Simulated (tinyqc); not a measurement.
From one set of inputs to another, one input at a time: two-dimensional dopant profile at a mask edge: lateral junction, overlap and effective channel length. Computed by tinyqc, a small Python program. Command: `OMP_NUM_THREADS=1 python tinyqc.py 3001821 3001822 out.jsonl lateral ladder`. One thread of a shared host (Intel(R) Xeon(R) Processor @ 2.30GHz), about 0.01 s of CPU time with the checks.

Ions enter for y < 0; the mask (spacer, then gate) covers y > 0. x is the depth. The surface reflects dopant during the anneal.

The inputs printed are set A. Inputs not listed in the table keep their values of set A, so the rows need not describe a real material.

Inputs (values chosen for the exercise, modelled on a source-drain extension in silicon): dose Q = 8.4e+14 1/cm^2; projected range R_p = 12 nm; vertical straggle = 4.8 nm; lateral straggle = 4.5 nm; anneal budget D t = 1.7e-14 cm^2; channel doping C_B = 4.8e+17 1/cm^3; gate length L_g = 150 nm; offset spacer = 8.9 nm; oxide thickness = 4.8 nm.

Constants: eps_0 = 8.8541878128e-12 F/m.

Method:
- Widths s_x^2 = (vertical straggle)^2 + 2 D t, s_y^2 = (lateral straggle)^2 + 2 D t. C(x, y) = V(x) (1/2) erfc(y/(sqrt2 s_y)), V(x) = Q/(sqrt(2 pi) s_x) [exp(-(x - R_p)^2/(2 s_x^2)) + exp(-(x + R_p)^2/(2 s_x^2))]; 1 nm = 1e-7 cm.
- The vertical junction far from the mask solves V(x) = C_B.
- The lateral junction at depth x solves C = C_B: y_j(x) = sqrt2 s_y erfc^-1(2 C_B/V(x)). Overlap under the gate = y_j(0) - spacer; metallurgical channel L_met = L_g - 2 overlap (tails from the two sides are not added).
- Abruptness at y_j(0) in nm per decade = ln(10) s_y sqrt(pi/2) exp(u^2) erfc(u), u = y_j/(sqrt2 s_y). Overlap capacitance per width = 3.9 eps_0 overlap/t_ox (zero if there is no overlap).

Each row keeps all changes above it:
```
input moved                     from       to  lateral junction y_j(0) (nm)  metallurgical channel L_met (nm)  ratio y_j(0)/x_j
set A                              -        -                        12.332                            143.14           0.39112
anneal budget D t (cm^2)     1.7e-14  1.2e-12                        47.787                             72.23           0.69768
offset spacer (nm)               8.9      1.6                        47.787                             57.63           0.69768
projected range R_p (nm)          12       16                        46.719                             59.76           0.64453
gate length L_g (nm)             150      130                        46.719                             39.76           0.64453
dose Q (1/cm^2)              8.4e+14    5e+14                        44.028                             45.14           0.62882
channel doping C_B (1/cm^3)  4.8e+17  5.5e+17                        43.299                             46.60           0.62436
vertical straggle (nm)           4.8      7.8                        43.267                             46.67           0.59514
```

Which inputs carry the difference?

Lateral junction y_j(0) goes from 12.3 to 43.3, a factor 3.51 in all. The largest single move comes from anneal budget D t (a factor 3.87). Metallurgical channel L_met goes from 143 to 46.7, a factor 0.326 in all. The largest single move comes from anneal budget D t (a factor 0.505), and dose Q works against it (a factor 1.14). Ratio y_j(0)/x_j goes from 0.391 to 0.595, a factor 1.52 in all. The largest single move comes from anneal budget D t (a factor 1.78), and projected range R_p works against it (a factor 0.924). The single moves hold for this order of the switches; the total does not depend on the order.

Caution (rows set A): the peak exceeds usual solubilities, so part of the dose is inactive and diffusion is concentration dependent. Caution (rows set A): the profile peaks below the surface, where the junction reaches further under the gate than y_j(0); the overlap given is the one at the surface.

Extremes, crossings and ranges named in words are read from the listed rows.
